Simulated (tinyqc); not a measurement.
Where in the gap a trap does harm: carrier lifetime from Shockley-Read-Hall, radiative, Auger and surface recombination. Computed by tinyqc, a small Python program. Command: `OMP_NUM_THREADS=1 python tinyqc.py 3003734 3003735 out.jsonl lifetime walk`. One thread of a shared host (Intel(R) Xeon(R) Processor @ 2.30GHz), about 0.01 s of CPU time with the checks.

Energies are counted from the top of the valence band. Boltzmann statistics, full ionisation, and equal excess densities of electrons and holes.

Inputs (values chosen for the exercise, with bands modelled on ZnO):
```
quantity                          value   unit
gap E_g                            3.37     eV
electron mass m_e                 0.261    m_0
valleys M_c                           1      -
hole mass m_h                     0.771    m_0
temperature T                       250      K
doping N                        5.9e+17  cm^-3
trap level E_t                     2.96     eV
trap density N_t                7.9e+13  cm^-3
electron cross-section sigma_n  2.4e-17   cm^2
hole cross-section sigma_p      5.8e-14   cm^2
```

Doping: n-type. Surface term: none.

Constants: m_0 = 9.1093837015e-31 kg; k_B = 1.380649e-23 J/K; h = 6.62607015e-34 J s; k_B = 8.617333262e-05 eV/K.

Method:
- N_c = 2 M_c (2 pi m_e k_B T/h^2)^(3/2) and N_v = 2 (2 pi m_h k_B T/h^2)^(3/2), masses in units of m_0.
- n_i = sqrt(N_c N_v) exp(-E_g/2 k_B T); majority density N/2 + sqrt(N^2/4 + n_i^2), minority density n_i^2 over it.
- v = sqrt(3 k_B T/m) with m_e or m_h; tau_n0 = 1/(sigma_n v_n N_t), tau_p0 = 1/(sigma_p v_p N_t); n1 = N_c exp(-(E_g - E_t)/k_B T), p1 = N_v exp(-E_t/k_B T).
- Low injection: tau = [tau_p0 (n_0 + n1) + tau_n0 (p_0 + p1)]/(n_0 + p_0). Depleted region (n = p = 0): generation lifetime tau_g = (tau_p0 n1 + tau_n0 p1)/n_i. n1 = N_c exp(-(E_g - E_t)/k_B T), p1 = N_v exp(-E_t/k_B T).

tau_p0 = 1.79740e-08 s

n_0 = 5.90e+17 cm^-3

N_c = 2.54543e+18 cm^-3

tau_n0 = 2.52728e-05 s

p_0 = 6.45774e-49 cm^-3

N_v = 1.29235e+19 cm^-3

n_i = 6.17257e-16 cm^-3

The same trap at other energies:
```
E_t (eV)  SRH lifetime (s)  generation lifetime (s)
0.202           6.4860e-08               4.4816e+25
0.505           1.7974e-08               3.4932e+19
0.842           1.7974e-08               5.6182e+12
1.180           1.7974e-08               8.6261e+05
1.517           1.7974e-08               1.3874e-01
1.685           1.7974e-08               5.6954e-05
1.854           1.7974e-08               2.0380e-05
2.190           1.7974e-08               1.2083e+02
2.528           1.7974e-08               7.8698e+08
2.864           1.7974e-08               4.6712e+15
3.168           1.7981e-08               6.2777e+21
```

What follows from these numbers?

The SRH lifetime (other channels left aside) stays within 10 % of its least value, among these rows, from E_t = 0.505 to 3.168 eV. The generation lifetime has a sharp minimum, among these rows at 1.854 eV and exactly at 1.781 eV, where tau_p0 n1 = tau_n0 p1, since generation needs two thermal jumps and the larger one rules. Caution: the doping is near the effective density of states, where Boltzmann statistics fail and the gap narrows.

Extremes, crossings and ranges named in words are read from the listed rows.
